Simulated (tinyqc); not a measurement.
Worked calculation: vibrations of a mass or spring defect in a linear chain. Computed by tinyqc, a small Python program that keeps every step. Command: `OMP_NUM_THREADS=1 python tinyqc.py 3031155 3031156 out.jsonl localmode walk`. One thread of a shared host (Intel(R) Xeon(R) Processor @ 2.30GHz), about 0.01 s of CPU time with the checks. Intermediate numbers are printed to about 6 digits and carried at full precision; extremes and crossings named in words are read from the listed rows.

A ring of N atoms with nearest-neighbour springs k and motion along the chain. Atom 1 is the defect, of mass M', and its two springs are k'. Odd sites are A (the defect replaces an A atom), even sites B.

Inputs (values chosen for the exercise, for a model chain):
```
quantity                         value           unit
spring constant k                 2.64  eV/angstrom^2
mass M_A                           120              u
mass M_B                            64              u
defect mass M'                     395              u
spring ratio k'/k at the defect      1              -
atoms in the ring N                 12              -
```

Host: diatomic.

Constants: nu for 1 eV/(angstrom^2 u) = 15.6333042 THz.

## Band edges of the host

Host bands: lambda from 0 to 2k/M(heavy) and from 2k/M(light) to 2k (1/M_A + 1/M_B). nu = 15.6333042 THz x sqrt(lambda), lambda in eV/(angstrom^2 u).

band edges (THz): 0.00000  3.27927  4.49032  5.56027

## Dynamical matrix of the ring

D_ii = (sum of the two springs at i)/M_i, D_ij = -k_ij/sqrt(M_i M_j) for neighbours, closed into a ring.

D (eV/(angstrom^2 u)), lower triangle (symmetric):
```
             1           2           3           4           5           6           7           8
1    0.0133671
2   -0.0166041   0.0825000
3    0.0000000  -0.0301247   0.0440000
4    0.0000000   0.0000000  -0.0301247   0.0825000
5    0.0000000   0.0000000   0.0000000  -0.0301247   0.0440000
6    0.0000000   0.0000000   0.0000000   0.0000000  -0.0301247   0.0825000
7    0.0000000   0.0000000   0.0000000   0.0000000   0.0000000  -0.0301247   0.0440000
8    0.0000000   0.0000000   0.0000000   0.0000000   0.0000000   0.0000000  -0.0301247   0.0825000
9    0.0000000   0.0000000   0.0000000   0.0000000   0.0000000   0.0000000   0.0000000  -0.0301247
10   0.0000000   0.0000000   0.0000000   0.0000000   0.0000000   0.0000000   0.0000000   0.0000000
11   0.0000000   0.0000000   0.0000000   0.0000000   0.0000000   0.0000000   0.0000000   0.0000000
12  -0.0166041   0.0000000   0.0000000   0.0000000   0.0000000   0.0000000   0.0000000   0.0000000

             9          10          11         12
9    0.0440000
10  -0.0301247   0.0825000
11   0.0000000  -0.0301247   0.0440000
12   0.0000000   0.0000000  -0.0301247  0.0825000
```

## Frequencies of the ring

Diagonalise D and leave out the zero eigenvalue of the uniform shift.

nonzero frequencies (THz): 1.11717  1.36599  2.22250  2.59249  3.11367  4.49032  4.73249  4.91890  5.22072  5.38987  5.52104

No mode lies outside the host bands.

## The highest mode of a long ring

The same matrix for 120 atoms; amplitudes are the mass-weighted eigenvector, in size, relative to the defect, for the highest mode; its weight is the squared component of the normalised eigenvector on the defect.

highest frequency, long ring = 5.55984 THz

weight of the highest mode on the defect = 2.08879e-06

amplitudes on atoms 1 to 8: 1.0000  3.4062  4.4217  8.7002  8.2802  13.9706  12.1162  19.2031

ratio to the top of the host band = 0.999923

No mode lies more than 0.05 % above the host band.

## Convergence with the size of the ring

The formulas are those given above.

Highest mode:
```
N    frequency (THz)  weight on the defect  modes outside the bands
4            5.27691           3.82418e-02                        0
6            5.41886           1.30697e-02                        0
8            5.47638           5.87898e-03                        0
12           5.52104           1.85520e-03                        0
20           5.54558           4.21811e-04                        0
40           5.55649           5.48678e-05                        0
80           5.55931           7.00078e-06                        0
120          5.55984           2.08879e-06                        0
```

The weight of the highest mode on the defect goes from 3.82418e-02 in a ring of 4 atoms to 2.08879e-06 in one of 120.

Checks made by the program: sum of eigenvalues against the trace of D (relative difference below 1e-10).
